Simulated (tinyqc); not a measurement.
MOS capacitor on an n-type substrate, surface potential from the exact charge relation: one step of the calculation.

Uniform n-type substrate, Boltzmann statistics, full ionisation, classical densities. psi is the surface potential against the body (positive when the bands bend down) and u = -psi/Vt. Traps are spread evenly over the gap and neutral at flat band, so their charge is -q Dit psi; the minority quasi-Fermi level is shifted by Vb.

Question. Flat band, threshold and scales. ni = sqrt(Nc Nv) exp(-Eg/(2 Vt)), Eg in volts; phiF = Vt ln(N/ni); Cox = eps0 eox/tox; Vfb = phiM - chi - Vt ln(Nc/N) - q Nf/Cox; Q0 = sqrt(2 eps0 eps_r q N Vt); r = (ni/N)^2 exp(-Vb/Vt); VT = Vfb - [(2 phiF + Vb)(1 + q Dit/Cox) + sqrt(2 eps0 eps_r q N (2 phiF + Vb))/Cox].

Parameters, values chosen for the exercise; band and dielectric values those of a made-up semiconductor:
- T = 325 K (temperature)
- Eg = 0.813 eV (band gap)
- eps_r = 16.7 (relative permittivity)
- Nc = 1.95e17 cm^-3 (conduction-band density of states at T)
- Nv = 9.43e18 cm^-3 (valence-band density of states at T)
- chi = 5.66 eV (electron affinity)
- N = 4.8e15 cm^-3 (donor density of the substrate)
- eox = 7.28 (relative permittivity of the gate insulator (close to silicon nitride))
- tox = 28 nm (insulator thickness)
- phiM = 6.09 eV (gate work function)
- Nf = 5.8e10 cm^-2 (fixed charge at the interface, in units of q)
- Dit = 0 cm^-2 eV^-1 (density of interface traps)
- Vb = 1.8 V (reverse bias of the inversion layer against the body)

Constants: q = 1.602176634e-19 C, kB = 1.380649e-23 J/K, Vt = kB T/q, eps0 = 8.8541878128e-14 F/cm where lengths are in cm. Results are converted to the units shown.

Give: ni; phiF; Cox; Vfb; Q0; r; VT.

Answer.

ni = 6.7402e11 cm^-3
phiF = 0.24844 V
Cox = 0.23021 uF/cm^2
Vfb = 0.28589 V
Q0 = 7.9809 nC/cm^2
r = 2.4113e-36
VT = -2.3250 V

Computed by the program tinyqc: `OMP_NUM_THREADS=1 python tinyqc.py 2060023 2060024 out.jsonl`, one thread of a shared Intel Xeon 2.30GHz, about 0.01 s for the whole run.
